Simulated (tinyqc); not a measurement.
Shockley state of an s-p chain by decimation: sweeps and comparisons. A value that a table varies takes the place of the one given here.

Each site has s at -d/2 and p at +d/2: H0 = diag(-d/2, d/2). The block to the next site on the right is H1 = [[-ts, u], [-u, tp]] (rows s, p of site n; columns s, p of site n + 1). Bulk: H(k) = [[-d/2 - 2 ts cos k, 2i u sin k], [-2i u sin k, d/2 + 2 tp cos k]]. The bands are inverted at k = pi if d < 2 (ts + tp).

Decimation (Sancho-Rubio) at z = E + i eta: start with es = e = H0, A = H1, B = H1^T. Each round forms g = (z - e)^-1 and sets es += A g B, e += A g B + B g A, A = A g A, B = B g B, doubling the length covered. Stop when all |A| < 1e-10. Surface G = (z - es)^-1, bulk G = (z - e)^-1; densities -Im tr G/pi.

Parameters, chosen for this exercise:
- d = 6.52 eV (Ep - Es)
- ts = 0.95 eV (s-s hopping)
- tp = 1.25 eV (p-p hopping)
- u = 0.65 eV (s-p hopping)
- eta = 0.05 eV (broadening)
- E1 = -1.56 eV (first energy)
- dE = 0.252 eV (step)
- E = -0.46 eV (energy)

## Surface against bulk across the gap

Eleven energies E1 + j dE.

Densities (1/eV):
```
E (eV)  surface    bulk
-1.560   0.1336  0.2994
-1.308   0.0261  0.1754
-1.056   0.0092  0.0214
-0.804   0.0062  0.0104
-0.552   0.0050  0.0074
-0.300   0.0046  0.0066
-0.048   0.0046  0.0071
0.204    0.0053  0.0097
0.456    0.0073  0.0195
0.708    0.0190  0.1606
0.960    0.0938  0.2679
```

edges of the bulk gap (201 k points) (eV): -1.3600  0.7600

Inside the gap the bulk density is only the tail of the broadening, at least 0.0066. The surface density has no peak there, and a chain of 60 sites has no level in the gap.

## Through the band inversion

d = f 2 (ts + tp). Gap edges from 201 k points; levels in the gap from an open chain of 60 sites (their mean, and the weight on the two end sites summed over them, divided by their number); a dash: none.

Against d:
```
f     d (eV)  top of lower band (eV)  bottom of upper band (eV)  levels in the gap  mean level (eV)  end weight
0.10   0.440                 -1.3175                     1.2253                  2          -0.0300       0.927
0.30   1.320                 -1.3277                     1.0511                  2          -0.0900       0.852
0.50   2.200                 -1.2360                     0.7751                  2          -0.1500       0.702
0.70   3.080                 -0.9600                     0.3600                  2          -0.2100       0.477
0.85   3.740                 -0.6300                     0.0300                  2          -0.2550       0.260
1.15   5.060                 -0.6300                     0.0300                  0                -           -
1.30   5.720                 -0.9600                     0.3600                  0                -           -
1.60   7.040                 -1.6200                     1.0200                  0                -           -
```

Levels in the gap appear for f = 0.1, 0.3, 0.5, 0.7 and 0.85 and for none of the other rows; the gap closes at f = 1. The level lies at -0.0300 eV for f = 0.1 and -0.2550 eV for f = 0.85, on the line E = d (ts - tp)/(2 (ts + tp)), and its end weight goes from 0.93 to 0.26: no shift of the surface potential is needed, the inversion alone binds it.

## What each parameter does

Gap edges from 201 k points between 0 and pi, and the surface density at E by decimation. Each row changes one parameter from the base and keeps the others.

Results:
```
case           top of lower band (eV)  bottom of upper band (eV)  surface density (1/eV)
base                          -1.3600                     0.7600                  0.0048
d = 7.172 eV                  -1.6860                     1.0860                  0.0035
ts = 1.045 eV                 -1.1700                     0.7600                  0.0052
tp = 1.375 eV                 -1.3600                     0.5100                  0.0050
u = 0.715 eV                  -1.3600                     0.7600                  0.0047
eta = 0.1 eV                  -1.3600                     0.7600                  0.0095
```

The largest shifts from the base row, up to three for each result and ties (the steps differ in size, so this ranks the rows, not the parameters). top of lower band (eV): d -0.3260, ts +0.1900; unchanged at the printed digits by tp, u and eta. bottom of upper band (eV): d +0.3260, tp -0.2500; unchanged at the printed digits by ts, u and eta. surface density (1/eV): eta +0.0047, d -0.0012, ts +0.0005. The base chain is not inverted, so no surface state lies in the gap; E lies in the gap.

Computed by tinyqc, a small Python program: `OMP_NUM_THREADS=1 python tinyqc.py 1452183 1452184 out.jsonl` (the numbers bound the seed that draws the inputs); one thread of a shared host (Intel(R) Xeon(R) Processor @ 2.30GHz), about 0.2 s for the whole set of steps.
